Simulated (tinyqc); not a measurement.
## Doping from resistivity

Problem. A uniform, uncompensated and fully ionised sample has rho = 1/(q N mu), mu = m1 + (m2 (T/300 K)^(-bt) - m1)/(1 + (N/Nr)^am). Find N, mu and the diffusion coefficient mu Vt.

Inputs (values chosen for the exercise):
- T = 300 K (temperature)
- m1 = 44.5 cm^2/(V s) (mobility limit at high doping)
- m2 = 485 cm^2/(V s) (mobility limit at low doping, at 300 K)
- Nr = 2.17e17 cm^-3 (reference doping of the mobility law)
- am = 0.716 (exponent of the mobility law)
- bt = 2 (temperature exponent of m2)

Constants: q = 1.602176634e-19 C, kB = 1.380649e-23 J/K, Vt = kB T/q. Results are converted to the units shown.

resistivity = 0.0019340646 ohm cm

Answer. With am below 1 the product N mu rises steadily with N, so one doping matches; it is found by iterating N = 1/(q rho mu(N)).

N = 6.20e19 cm^-3
mu = 52.1 cm^2/(V s)
diffusion coefficient = 1.35 cm^2/s

Numbers from tinyqc (`OMP_NUM_THREADS=1 python tinyqc.py 2110112 2110113 out.jsonl`; about 0.01 s on one thread of a shared Intel Xeon 2.30GHz).
